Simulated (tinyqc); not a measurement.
How the errors depend on the field: Haynes-Shockley experiment: drift, diffusion and decay of a minority-carrier pulse. Computed by tinyqc, a small Python program. Command: `OMP_NUM_THREADS=1 python tinyqc.py 3110259 3110260 out.jsonl haynes walk`. One thread of a shared host (Intel(R) Xeon(R) Processor @ 2.30GHz), about 0.01 s of CPU time with the checks.

A thin sheet of excess carriers is made at x = 0, t = 0 in a long uniform bar; injection is low, so the pulse moves with the minority mobility.

Inputs (values chosen for the exercise, modelled on holes in n-type germanium in a lightly doped bar): minority mobility mu = 1850 cm^2/(V s); lifetime tau = 41 microsecond; temperature T = 300 K; field F = 8.8 V/cm; distance d to the collector = 0.73 cm; injected sheet density N0 = 2.9e+09 1/cm^2.

Constants: k_B = 8.617333262e-05 eV/K.

Method:
- D = mu k_B T/e, v = mu F.
- Transit time d/v, diffusion length sqrt(D tau), drift length v tau, Peclet number v d/D = e F d/(k_B T).
- dn(x, t) = N0/sqrt(4 pi D t) exp(-(x - v t)^2/(4 D t) - t/tau).
- At fixed x the signal peaks where d ln(dn)/dt = 0: a t^2 + t/2 - x^2/(4 D) = 0 with a = v^2/(4 D) + 1/tau.
- The full width at half maximum is found by solving dn(x, t) = peak/2 on both sides of the peak.
- With w that width: mu = d/(F t_p); D = (w d)^2/(16 ln2 t_p^3). The field is scaled by the factors listed.

D = 47.8262 cm^2/s

Errors of the simple reading:
```
factor  F (V/cm)   v d/D  v^2 tau/(4 D)  error of mu (%)  error of D (%)
0.5         4.40   124.2           14.2           4.2691          1.3270
0.7         6.16   173.9           27.8           2.3571          0.9615
1.0         8.80   248.5           56.8           1.2796          0.6780
1.5        13.20   372.7          127.8           0.6591          0.4536
2.5        22.00   621.2          355.0           0.3018          0.2726
4.0        35.20   994.0          908.8           0.1557          0.1704
7.0        61.60  1739.4         2783.3           0.0755          0.0974
```

What follows from these numbers?

The error of mu falls from 4.27 to 0.0755 %. For large v d/D it is about D/(v d) + 2 D/(v^2 tau), here 0.0755 % in the last row: one part from spreading, one from recombination.

Extremes, crossings and ranges named in words are read from the listed rows.
